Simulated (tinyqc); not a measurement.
# Worked calculation: MOSFET in saturation, small-signal circuit and noise

tinyqc, about 0.01 s, one thread, Intel Xeon 2.30GHz (shared host): `OMP_NUM_THREADS=1 python tinyqc.py 2150107 2150108 out.jsonl` Printed values are rounded.

Bias by the inversion coefficient IC = I/Ispec (charge-based model with velocity saturation; weak inversion below 0.1, strong above 10). Common-source circuit: gm, gds, Cgs, Cgd and Cj at the inner nodes, Rg in series with the gate; quasi-static, no source or drain resistance, no gate-body capacitance, no substrate network, no induced gate noise, so fmax is an upper estimate.

Parameters, values chosen for the exercise: temperature T = 325 K; gate length L = 28 nm; total gate width W = 80 um; gate capacitance Cox = 0.96 uF/cm^2; mobility mu = 220 cm^2/(V s); slope factor n = 1.2; velocity-saturation length Ls = 10 nm; ratio gds/gm sg = 0.096; overlap and fringe capacitance per side Cov = 0.21 fF/um; drain junction capacitance Cj = 0.71 fF/um; sheet resistance of the gate Rsh = 15 ohm; finger width Wf = 4 um; gate contact and vertical resistance Rc = 200 ohm um; inversion coefficient IC = 14; short-channel excess of the noise factor gw = 0.09; oxide trap density Nt = 6e16 cm^-3 eV^-1; tunnelling length into the oxide lt = 0.1 nm; Coulomb scattering coefficient ac = 0 V s/C; signal frequency f = 40 GHz.

Constants: q = 1.602176634e-19 C, kB = 1.380649e-23 J/K, Vt = kB T/q. Results are converted to the units shown.

## Current, transconductance and gain

Ispec = 2 n mu Cox (W/L) Vt^2, lc = Ls/L, gms = [sqrt((lc IC + 1)^2 + 4 IC) - 1]/[2 + lc (lc IC + 1)], gm = gms Ispec/(n Vt), gds = sg gm.

Ispec = 1135.92 uA
I = 15902.9 uA
gms = 2.07385
gm = 70.0954 mS
gds = 6.72916 mS
gm/I = 4.40770 1/V

gm/I is 14.8 % of its weak-inversion limit 1/(n Vt); without velocity saturation (lc = 0) gms would be 3.27.

## Capacitances, gate resistance and cut-off frequencies

qs = [sqrt(1 + 4 IC) - 1]/2, Cgs = Cox W L qs (2 qs + 3)/(3 (qs + 1)^2) + Cov W, Cgd = Cov W, Cd = Cj W, Rg = Rsh (Wf/L)/(12 Nf) + Rc/W with Nf = W/Wf fingers (not rounded) contacted at both ends. fT = gm/(2 pi (Cgs + Cgd)), fmax = fT/(2 sqrt(Rg (gds + 2 pi fT Cgd))).

Cgs = 29.0670 fF
Cgd = 16.8 fF
Cd = 56.8 fF
Rg = 11.4286 ohm
fT = 243.225 GHz
fmax = 199.842 GHz

Overlap and fringe make up 73.3 % of the gate capacitance; fmax is 0.822 times fT.

## Admittance matrix

Inner admittances at w = 2 pi f: y11 = i w (Cgs + Cgd), y12 = -i w Cgd, y21 = gm - i w Cgd, y22 = gds + i w (Cgd + Cd). Invert to Z, add Rg to Z11 and invert back to Y.

inner y (mS):
```
                 1                2
1  0.0000+11.5276i   0.0000-4.2223i
2  70.0954-4.2223i  6.7292+18.4977i
```

Y with Rg (mS):
```
                  1                2
1   1.4928+11.3310i  -0.5468-4.1503i
2  68.3527-13.2274i  7.3674+21.7960i
```

## Current gain and unilateral power gain

|h21| = |Y21/Y11|; U = |Y21 - Y12|^2/(4 [Re Y11 Re Y22 - Re Y12 Re Y21]). Extrapolated at 20 dB a decade: f |h21| and f sqrt(U).

|h21| = 6.09166
U = 24.9606
f |h21| = 243.666 GHz
f sqrt(U) = 199.842 GHz

f |h21| is 0.18 % above the formula for fT, and f sqrt(U) within 0.01 % of that for fmax.

## Noise at the gate

Channel noise Sid = 4 kB T gam n gm with gam = (1/2 + (2/3) qs)/(1 + qs) + gw lc IC, qs = [sqrt(1 + 4 IC) - 1]/2, lc = Ls/L (the last term an empirical rise with velocity saturation); at the gate, white noise Sw = Sid/gm^2 + 4 kB T Rg. Number fluctuation with correlated mobility: S(f) = K/f, K = q^2 Vt lt Nt/(W L Cox^2) (1 + ac mu Cox I/gm)^2, Vt in eV with Nt per eV. Corner fc = K/Sw. Full shot noise would be 2 q I.

gam = 1.07768
Sid = 1.62700e-21 A^2/Hz
Sid/(2 q I) = 0.319278
sqrt(Sw) = 0.732299 nV/Hz^0.5
K = 2.08948e-11 V^2
fc = 38.9637 MHz

The gate resistance gives 38 % of the white noise power.
